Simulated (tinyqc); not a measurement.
sp3s* tight binding with spin-orbit coupling: sweeps and comparisons. A value that a table varies takes the place of the one given here.

sp3s* tight binding, nearest neighbours only: anion (a) at 0, cation (c) at a/4 (1,1,1), orbitals s, px, py, pz, s* on each; k in units of 2 pi/a. With phases e_j = exp(i (pi/2) k.n_j) for n = (1,1,1), (1,-1,-1), (-1,1,-1), (-1,-1,1): g0 = (e1+e2+e3+e4)/4, g1 = (e1+e2-e3-e4)/4, g2 = (e1-e2+e3-e4)/4, g3 = (e1-e2-e3+e4)/4. The diagonal holds the levels Esa, Epa, Exa (s*) and Esc, Epc, Exc. Anion-cation block: <sa|sc> = Vss g0; <sa|xc> = Vsapc g1; <xa|sc> = -Vscpa g1; <xa|xc> = Vxx g0; <xa|yc> = <ya|xc> = Vxy g3, <xa|zc> = <za|xc> = Vxy g2, <ya|zc> = <za|yc> = Vxy g1; <s*a|xc> = Vxapc g1; <xa|s*c> = -Vpaxc g1; y and z take g2 and g3 in place of g1; s-s* and s*-s* vanish.

Spin-orbit coupling acts within the p shell of each atom as (D/3) L.sigma, D = Da or Dc: it puts four states at Ep + D/3 and two at Ep - 2D/3.

Parameters, chosen for this exercise (near a published set for Si, fitted to gaps, whose masses and valley positions are rough; spin-orbit coupling, where it is added without a refit, lifts the valence top and shrinks all gaps by about a third of the splitting; shifted at random, so the results belong to these values and not to a real crystal):
```
symbol  value   unit  meaning
Esa     -4.211  eV    s level of the anion
Epa     1.714   eV    p level of the anion
Esc     -4.211  eV    s level of the cation
Epc     1.714   eV    p level of the cation
Exa     6.667   eV    s* level of the anion
Exc     6.667   eV    s* level of the cation
Vss     -8.3    eV    s-s
Vxx     1.716   eV    px-px
Vxy     4.576   eV    px-py
Vsapc   5.724   eV    s anion, p cation
Vscpa   5.724   eV    s cation, p anion
Vxapc   5.377   eV    s* anion, p cation
Vpaxc   5.377   eV    p anion, s* cation
Da      0.042   eV    atomic spin-orbit splitting, anion
Dc      0.042   eV    the same, cation
eta     2             scaling exponent
D001    0.76          ratio -ezz/exx
```

## What the s* orbital does

The s* couplings Vxapc and Vpaxc are scaled by f; f = 0 is the plain sp3 model. Gaps from the top of the valence band at Gamma; the Delta value is the minimum on (x,0,0), 0.5 <= x <= 1.

Gaps (eV):
```
f      Gamma   Delta       L  x of the minimum
0.00  3.3900  4.0718  4.0067             0.500
0.25  3.3900  3.7816  3.8192             0.500
0.50  3.3900  3.1210  3.3982             0.561
0.75  3.3900  2.1659  2.9218             0.699
0.90  3.3900  1.5543  2.6449             0.724
1.00  3.3900  1.1464  2.4693             0.732
1.10  3.3900  0.7413  2.0622             0.736
```

The gap at Gamma stays, since g1 to g3 vanish there. From f = 0 to 1 the s* levels lower the Delta value by 2.925 eV and L by 1.537 eV. For f = 0 and 0.25 the least value lies at x = 0.5, the end of the range: any valley further out lies above that value until s* has lowered it enough. The lowest of the three is Gamma at f = 0 and the Delta line at f = 1.

## Hydrostatic strain (sp3s* tight binding with spin-orbit coupling, strained)

Strain e moves each bond vector to d = (1 + e) d0 (no internal displacement for the diagonal strains used here) and k is given in fractions of the strained reciprocal cell, so the phases stay. Two-centre values Vss_sigma = Vss/4, Vsp_sigma = sqrt3 V/4 for each s-p and s*-p pair, Vpp_sigma = (Vxx + 2 Vxy)/4, Vpp_pi = (Vxx - Vxy)/4 are scaled by (d0/d)^eta and combined with the new direction cosines; the levels on the diagonal stay.

exx = eyy = ezz = e. Gaps as measured from the top of the valence band; the deformation potentials are (gap(0.01) - gap(-0.01))/0.06.

Gaps (eV):
```
e       Gamma   Delta       L  x of the minimum
-0.03  3.6056  1.1641  2.5128             0.721
-0.02  3.5315  1.1584  2.5034             0.725
-0.01  3.4597  1.1525  2.4939             0.728
0.00   3.3900  1.1464  2.4693             0.732
0.01   3.3224  1.1401  2.3667             0.736
0.02   3.2567  1.1335  2.2670             0.739
0.03   3.1930  1.1268  2.1700             0.743
```

gap deformation potentials (eV): Gamma -2.288, Delta -0.207, L -2.120

Per unit of volume strain the gaps move by -2.29 (Gamma), -0.21 (Delta) and -2.12 eV (L). The lowest valley stays the Delta line over the range. These potentials follow from the one exponent eta, which fitted models replace by one for each integral; with it the sizes are rough, the sign for Delta can be wrong (in Si, Ge and the III-V crystals measured values are small and positive), and the pressures at which valleys cross, and which valley takes over, are rough too. A gap of zero, where one is listed, marks an s level that has sunk below the valence top.

## Biaxial strain splits the top of the valence band (sp3s* tight binding, strained)

No spin-orbit coupling; k = 0; exx = eyy = e, ezz = -D001 e. The four bonds keep equal lengths, and the sums over them give Vxx(e) for px and py and Vzz(e) for pz; each level is the lower root of [[Epa, V], [V, Epc]], and the s level the upper root of the s block. The shear potential b follows from E(x,y) - E(z) = 3 b (exx - ezz), taken as the slope between e = -0.005 and 0.005.

Couplings and levels at Gamma (eV):
```
e           ezz  Vxx(e)  Vzz(e)   E(x,y)     E(z)  E(x,y) - E(z) (meV)  upper s level
-0.020   0.0152  1.6336  1.9656   0.0804  -0.2516                332.0         4.2256
-0.010   0.0076  1.6756  1.8392   0.0384  -0.1252                163.5         4.1575
-0.005   0.0038  1.6960  1.7772   0.0180  -0.0632                 81.2         4.1233
0.005   -0.0038  1.7355  1.6556  -0.0215   0.0584                -79.9         4.0547
0.010   -0.0076  1.7547  1.5960  -0.0407   0.1180               -158.6         4.0202
0.020   -0.0152  1.7916  1.4793  -0.0776   0.2347               -312.3         3.9512
```

b = -3.051 eV

Under tension in the plane (e > 0) the bonds tilt towards the plane, Vxx grows to 1.7547 and Vzz falls to 1.5960 eV at e = 0.01, and the pz state forms the top of the valence band, by 158.6 meV; under compression (e = -0.01) the px, py pair does, by 163.5 meV. The slope gives b = -3.05 eV, a rough value, since on-site strain terms are left out (measured values lie near -2 eV).

## What each parameter does

Gaps from the top of the valence band at Gamma; Delta is the minimum on (x,0,0), 0.5 <= x <= 1. A change on one sublattice alone makes the two atoms unequal. Each row changes one parameter from the base and keeps the others.

Results:
```
case              Ev (eV)  gap Gamma (eV)  gap Delta (eV)  gap L (eV)
base               0.0120          3.3900          1.1464      2.4693
Vxapc = 5.177 eV   0.0120          3.3900          1.2200      2.4732
Vsapc = 5.424 eV   0.0120          3.3900          1.0642      2.3243
Exc = 6.867 eV     0.0120          3.3900          1.1821      2.4730
Esc = -4.511 eV    0.0120          3.3900          1.1207      2.3651
Vxy = 4.276 eV     0.0120          3.3900          1.1464      2.3604
Esa = -4.411 eV    0.0120          3.3900          1.1295      2.4000
```

The largest shifts from the base row, up to three for each result and ties (the steps differ in size, so this ranks the rows, not the parameters). Ev (eV): unchanged at the printed digits by Vxapc, Vsapc, Exc, Esc, Vxy and Esa. gap Gamma (eV): unchanged at the printed digits by Vxapc, Vsapc, Exc, Esc, Vxy and Esa. gap Delta (eV): Vsapc -0.0821, Vxapc +0.0736, Exc +0.0357; unchanged at the printed digits by Vxy. gap L (eV): Vsapc -0.1449, Vxy -0.1089, Esc -0.1041. Vxapc, Vsapc, Exc and Vxy cannot move Ev or the gap at Gamma, whose blocks do not hold them; s parameters never move Ev, and move the gap only where the lowest empty level at Gamma is s-like.

Program tinyqc; command `OMP_NUM_THREADS=1 python tinyqc.py 1451044 1451045 out.jsonl`; about 0.1 s on one thread of a shared Intel(R) Xeon(R) Processor @ 2.30GHz.
